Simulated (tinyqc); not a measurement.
Hot electrons in a saturated n-channel MOSFET, lucky-electron model: one step of the calculation.

Beyond pinch-off the lateral field grows as Esat cosh(y/l) over the velocity-saturated region (pseudo-two-dimensional model). Impact ionisation in this region gives the substrate current, which biases the body forward through Rsub. Currents are per width. Local-field laws: they overstate ionisation when the field peak is narrower than an energy relaxation length.

Problem. Length and field scales. Cox = 3.9 eps0/tox, l = sqrt(3 tox xj), Esat = 2 vs/mu.

Parameters, values chosen for the exercise; values close to those of silicon n-channel devices:
```
symbol,value,unit,meaning
L,0.5,um,channel length
tox,11,nm,oxide thickness
xj,180,nm,junction depth
mu,380,cm^2/(V s),effective mobility
vs,9.1e6,cm/s,saturation velocity
```

Constants: eps0 = 8.8541878128e-14 F/cm where lengths are in cm. Results are converted to the units shown.

Give: Cox; l; Esat; Esat L.

Solution.

Cox = 0.31392 uF/cm^2
l = 77.071 nm
Esat = 0.047895 MV/cm
Esat L = 2.3947 V

tinyqc, about 0.01 s, one thread, Intel Xeon 2.30GHz (shared host): `OMP_NUM_THREADS=1 python tinyqc.py 2550074 2550075 out.jsonl`
